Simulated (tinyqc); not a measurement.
# Deep-level transient spectroscopy: the DLTS spectrum

Schottky contact on an n-type layer with shallow donors Nd (all ionised) and a donor-like deep trap, neutral when filled and positive when empty; depletion approximation. Traps within lam of the depletion edge stay filled. A long pulse to Vp fills the traps beyond x1 = Wp - lam; back at Vr those between x1 and x2 = Wr - lam emit. A rate window reads S = C(t2) - C(t1).

Emission rate en = sn vth(T) Nc(T) exp(-Et/kB T) = sn g T^2 exp(-Et/kB T), g = vth Nc/(300 K)^2, as vth goes as T^0.5 and Nc as T^1.5 (degeneracy factor 1). lam = sqrt(2 eps0 eps_r (EF - ET)/(q Nd)), EF - ET = Et - (kB T/q) ln(Nc(T)/Nd), Nc(T) = Nc (T/300 K)^1.5. In the steady state at the band bending V, 2 eps0 eps_r V/q = Nd W^2 + Nt (W - lam)^2 (the second term only if W > lam). W(t)^2 = Wr^2 + (Nt/Nd)(x2^2 - x1^2) exp(-en t), C = eps0 eps_r/W; for small Nt, dC/C = -(Nt/2 Nd) G exp(-en t) with G = (x2^2 - x1^2)/Wr^2. For an exponential transient S peaks where en = ew = ln(t2/t1)/(t2 - t1).

Parameters, values chosen for the exercise; material values close to those of indium phosphide: relative permittivity eps_r = 12.5; conduction-band density of states at 300 K Nc = 5.66e17 cm^-3; thermal velocity at 300 K vth = 4.2e7 cm/s; shallow donor density Nd = 1.9e16 cm^-3; built-in voltage Vbi = 0.77 V; depth of the trap below the conduction edge Et = 0.31 eV; capture cross-section sn = 2.6e-14 cm^2; trap density Nt = 3.6e14 cm^-3; reverse bias Vr = 9 V; reverse bias during the filling pulse Vp = 0.7 V; first sampling time t1 = 2 ms; second sampling time t2 = 5 ms.

Constants: q = 1.602176634e-19 C, kB = 1.380649e-23 J/K, eps0 = 8.8541878128e-14 F/cm where lengths are in cm. Results are converted to the units shown.

The DLTS spectrum:
```
T (K)  en (1/s)  S (pF/cm^2)
148      4.1786      0.97286
154      11.664       2.6497
160      30.232       6.4522
166      73.346       13.530
171      146.67       21.143
177      320.64       26.062
183      667.37       18.332
189      1328.7       5.5608
195      2540.5      0.50275
200      4238.4     0.016876
206      7592.7    2.0620e-5
212       13182   2.8951e-10
```

S goes from 0.973 through a maximum of 26.1 (at T = 177 K among the rows listed) to 2.90e-10 pF/cm^2; en equals ew = 305 1/s at 176.6 K. Colder, the trap has hardly emitted by t2; warmer, it is empty before t1. Rows above half of the largest S span 166 to 183 K.

Program tinyqc, `OMP_NUM_THREADS=1 python tinyqc.py 2050056 2050057 out.jsonl`; Intel Xeon 2.30GHz, shared host, one thread, about 0.01 s.
